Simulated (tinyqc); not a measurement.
Fully depleted semiconductor-on-insulator film with two gates, non-linear Poisson equation by Newton steps: one step of the calculation.

One dimension across the film, front interface at x = 0, back interface at x = ts. psi is counted from the intrinsic level, n = ni exp(psi/Vt) (source grounded), holes neglected, acceptors ionised. Gates act through Cox = eps0 eox/tox and Cbox = 3.9 eps0/tb with potentials G1 = Vg - (phiM - chi - Vt ln(Nc/ni)) and G2 = Vb - (phiB - chi - Vt ln(Nc/ni)). Classical Boltzmann densities, no interface charge, no depletion in the back plane.

Problem. Newton step. Solve a d_(i-1) + b_i d_i + a d_(i+1) = -F_i for all nodes. Each component d is damped to sign(d) Vt ln(1 + |d|/Vt) before it is added.

Values chosen for this exercise:
```
symbol,value,unit,meaning
T,300,K,temperature
```

Constants: q = 1.602176634e-19 C, kB = 1.380649e-23 J/K, Vt = kB T/q. Results are converted to the units shown.

a = 6.3750152 uF/cm^2

```
node,diagonal b (F/cm^2),residual F (C/cm^2),psi at the start (V)
0,-7.5670271e-6,7.8126008e-7,0.1
1,-1.2750031e-5,-5.7279452e-10,0.1
2,-1.2750031e-5,-5.7279452e-10,0.1
3,-1.2750031e-5,-5.7279452e-10,0.1
4,-1.2750031e-5,-5.7279452e-10,0.1
5,-1.2750031e-5,-5.7279452e-10,0.1
6,-1.2750031e-5,-5.7279452e-10,0.1
7,-1.2750031e-5,-5.7279452e-10,0.1
8,-6.6216679e-6,9.9768987e-8,0.1
```

Find: Newton step d, before damping; psi after iteration 1.

Solution.

```
node,"Newton step d, before damping (V)",psi after iteration 1 (V)
0,0.61861,0.18314
1,0.61173,0.18286
2,0.60494,0.18259
3,0.59824,0.18231
4,0.59163,0.18203
5,0.58510,0.18176
6,0.57867,0.18149
7,0.57233,0.18121
8,0.56608,0.18094
```

tinyqc, about 0.3 s, one thread, Intel Xeon 2.30GHz (shared host): `OMP_NUM_THREADS=1 python tinyqc.py 2190026 2190027 out.jsonl`
